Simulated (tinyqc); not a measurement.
Worked calculation: graded (staircase) quantum well by finite differences. Values are carried at full precision from step to step, so a last printed digit may differ when a step is redone from the rounded ones.

Finite differences on points z_i at the centres of cells of width h: H_ii = (c/h^2)(1/m_(i-1/2) + 1/m_(i+1/2)) + V_i, H_(i,i+1) = -(c/h^2)/m_(i+1/2), where m_(i+1/2) is the mean of the masses at the two points (the end values are repeated outwards), psi = 0 on the points beyond both ends, c = hbar^2/2m0. The field adds e F (z - z0) with z0 the middle of the structure; 1 kV/cm = 1e-5 eV/angstrom.

Constants: hbar^2/2m0 = 3.80998211 eV angstrom^2.

Inputs chosen for the exercise (near those of an InGaAs well in InAlAs; not measured data): layers = ((33, 0.5, 0.0724), (11, 0.222, 0.0546), (11, 0.056, 0.0439), (11, 0, 0.0403), (11, 0.056, 0.0439), (11, 0.222, 0.0546), (33, 0.5, 0.0724)) (each layer: thickness in angstrom, band edge in eV, mass in m0); F = 0 kV/cm (field along z); h = 11 angstrom (cell width of the coarse grid); hf = 0.6875 angstrom (cell width of the fine grid).

## The coarse grid

List the points, the potential with the field, and the masses.

Grid:
```
i   z (angstrom)  V (eV)  m (m0)
1            5.5  0.5000  0.0724
2           16.5  0.5000  0.0724
3           27.5  0.5000  0.0724
4           38.5  0.2220  0.0546
5           49.5  0.0560  0.0439
6           60.5  0.0000  0.0403
7           71.5  0.0560  0.0439
8           82.5  0.2220  0.0546
9           93.5  0.5000  0.0724
10         104.5  0.5000  0.0724
11         115.5  0.5000  0.0724
```

## The tridiagonal Hamiltonian

Form the diagonal and the neighbouring elements; V in the grid already includes the field.

diagonal H_ii (eV): [1.3698, 1.3698, 1.4308, 1.3572, 1.4433, 1.4958, 1.4433, 1.3572, 1.4308, 1.3698, 1.3698]

H_(i,i+1) (eV): [-0.4349, -0.4349, -0.4959, -0.6393, -0.7479, -0.7479, -0.6393, -0.4959, -0.4349, -0.4349]

## Lowest levels on the coarse grid

Diagonalise the symmetric tridiagonal matrix; give the three lowest levels and the weights u_i^2 (sum 1) of the two lowest.

levels (eV): [0.1715, 0.5164, 0.7144]

weights on the points:
```
             1      2      3      4      5      6      7      8      9     10     11
level 1  0.000  0.004  0.021  0.101  0.228  0.290  0.228  0.101  0.021  0.004  0.000
level 2  0.016  0.061  0.129  0.199  0.095  0.000  0.095  0.199  0.129  0.061  0.016
```

## Halving the cell width

The same with h, h/2, ..., h/32. The end points move with h, since psi vanishes half a cell beyond the structure. Richardson value (4 E(h/32) - E(h/16))/3.

Convergence:
```
cell (angstrom)  points  E1 (eV)  E2 (eV)  E1 - finest (meV)
11.0000              11  0.17154  0.51639             -7.338
5.5000               22  0.17688  0.52856             -1.998
2.7500               44  0.17834  0.53314             -0.543
1.3750               88  0.17873  0.53505             -0.147
0.6875              176  0.17884  0.53590             -0.035
0.3438              352  0.17888  0.53630              0.000
```

Richardson values of E1, E2 (eV): [0.17889, 0.53644]

The coarse grid is 7.3 meV too low in E1. The last differences between rows shrink by a factor 3.2 (4 for a pure h^2 error, 2 for one linear in h).

## Positions and dipoles on the fine grid

With h sum psi^2 = 1: <z - z0> of three levels, |z_12| and |z_13|, the mass m1 from 1/m1 = <1|1/m|1>, and f_1j = (m1/c)(E_j - E_1) z_1j^2.

levels (eV): [0.1788, 0.5359, 0.7784]

<z - z0> (angstrom): [0.0, 0.0, 0.0]

|z_12|, |z_13| (angstrom): [14.91, 0.00]

m1 = 0.0458 m0

f_12, f_13: [0.955, 0.000]

The structure is symmetric and there is no field, so z_13 vanishes by parity. E2 - E1 = 357.1 meV, a wavelength of 3.5 micrometre (hc = 1239.841984 eV nm). Level 2 lies above the lowest point of the outer barriers, so it is a resonance or a state of the finite grid, and values that rest on it depend on the ends of the grid.

## Checks

- E1 at zero field on the grid h/32 against transfer matrices between the same hard ends, eV: both 0.1789.

(tinyqc, `OMP_NUM_THREADS=1 python tinyqc.py 1251386 1251387 out.jsonl`, Intel(R) Xeon(R) Processor @ 2.30GHz, 1 thread, shared host, about 0.01 s.)
